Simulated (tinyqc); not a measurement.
## Polarisation charge from two barrier thicknesses

Question. VT = phiB - dEc - q sigma d/(eps0 eps_r). Find sigma, phiB - dEc and the thickness at which VT = 0.

Inputs (values chosen for the exercise):
```
symbol,value,unit,meaning
eps_r,9.1,,relative permittivity of barrier and channel
```

Constants: q = 1.602176634e-19 C, eps0 = 8.8541878128e-14 F/cm where lengths are in cm. Results are converted to the units shown.

VT for d = 15 and 25 nm (V): [-1.8359471, -3.6180985]

Answer. VT is linear in d.

sigma = 8.96e12 cm^-2
phiB - dEc = 0.837 V
thickness for VT = 0 = 4.70 nm

Numbers from tinyqc (`OMP_NUM_THREADS=1 python tinyqc.py 2570028 2570029 out.jsonl`; about 0.01 s on one thread of a shared Intel Xeon 2.30GHz).
